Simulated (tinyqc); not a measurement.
Tunnelling through a gate dielectric, WKB transmission and Tsu-Esaki current: one step of the calculation.

Electrons leave the emitter at x = 0. Energies E (motion across the layers) are in eV from the emitter Fermi level; the collector Fermi level lies at -V and offers states at every E. No charge in the dielectric and no image force: F1 = V/t1, U = phi1 - F1 x. With C = hbar^2/(2 m0), kappa = sqrt(m (U - E)/C) where U > E and 0 elsewhere; T(E) = exp(-S), S = 2 times the integral of kappa over x.

Task. Current density on a coarse energy grid. Each layer adds (2/F) sqrt(m/C) [G(u at its left edge) - G(u at its right edge)] to S, with u = U - E (0 where negative) and G(u) = (2/3) u^1.5. The slope follows from 1/d = -dS/dE.

J = J0 times the integral of T(E) N(E) dE, N = ln[(1 + exp(-E/Vt))/(1 + exp((-E - V)/Vt))], J0 = q^2 me m0 kB T/(2 pi^2 hbar^3) (times 1e-4 for A/cm^2 per eV), by Simpson's rule on nE equally spaced points from Ea to Eb.

Inputs (values chosen for the exercise); dielectric values close to those of silicon dioxide:
- T = 200 K (temperature)
- Ef = 0.38 eV (Fermi energy of the emitter above its band bottom)
- me = 0.46 m0 (emitter mass in the supply function)
- phi1 = 3.17 eV (barrier of layer 1 above the emitter Fermi level at zero bias)
- m1 = 0.52 m0 (tunnelling mass of layer 1)
- t1 = 3.3 nm (thickness of layer 1)
- V = 0.6 V (voltage across the dielectric)
- Ea = -0.38 eV (lower end of the energy grid)
- Eb = 0.18 eV (upper end of the energy grid)
- nE = 13 (points of the energy grid)

Constants: q = 1.602176634e-19 C, kB = 1.380649e-23 J/K, hbar = 1.054571817e-34 J s, m0 = 9.1093837015e-31 kg, Vt = kB T/q, hbar^2/(2 m0) = 0.0380998212 eV nm^2. Results are converted to the units shown.

Find: E; T(E); N; T(E) N; J0; J.

Result.

E, point 0 to 12 (eV): [-0.3800, -0.3333, -0.2867, -0.2400, -0.1933, -0.1467, -0.1000, -0.0533, -0.0067, 0.0400, 0.0867, 0.1333, 0.1800]
T(E), point 0 to 12: [8.253e-20, 1.133e-19, 1.560e-19, 2.152e-19, 2.976e-19, 4.125e-19, 5.734e-19, 7.991e-19, 1.117e-18, 1.564e-18, 2.198e-18, 3.097e-18, 4.378e-18]
N, point 0 to 12: [22.05, 19.34, 16.63, 13.93, 11.22, 8.510, 5.805, 3.139, 0.9051, 0.09366, 0.006526, 4.366e-4, 2.912e-5]
T(E) N, point 0 to 12: [1.820e-18, 2.192e-18, 2.594e-18, 2.996e-18, 3.338e-18, 3.511e-18, 3.329e-18, 2.508e-18, 1.011e-18, 1.465e-19, 1.435e-20, 1.352e-21, 1.275e-22]
J0 = 1.283e8 A/(cm^2 eV)
J = 1.353e-10 A/cm^2

The integrand peaks at E = -0.147 eV among these points.

Numbers from tinyqc (`OMP_NUM_THREADS=1 python tinyqc.py 2540110 2540111 out.jsonl`; about 0.03 s on one thread of a shared Intel Xeon 2.30GHz).
